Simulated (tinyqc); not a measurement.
## Trap density from the barrier height

Problem. In a partly depleted grain with all boundary traps filled, 2 N W = Qt and VB = q N W^2/(2 eps0 eps_r). Find Qt, W and the doping at which VB would equal Vt.

Inputs (values chosen for the exercise):
```
symbol  value  unit                meaning
T         400     K            temperature
eps_r    11.7        relative permittivity
```

Constants: q = 1.602176634e-19 C, kB = 1.380649e-23 J/K, Vt = kB T/q, eps0 = 8.8541878128e-14 F/cm where lengths are in cm. Results are converted to the units shown.

doping = 2.9e17 cm^-3
barrier height = 0.19265738 V

Solution. Eliminating W gives VB = q Qt^2/(8 eps0 eps_r N), which falls as 1/N.

Qt = 1.700e12 cm^-2
W = 29.31 nm
doping for VB = Vt = 1.621e18 cm^-3

tinyqc, about 0.01 s, one thread, Intel Xeon 2.30GHz (shared host): `OMP_NUM_THREADS=1 python tinyqc.py 2830154 2830155 out.jsonl`
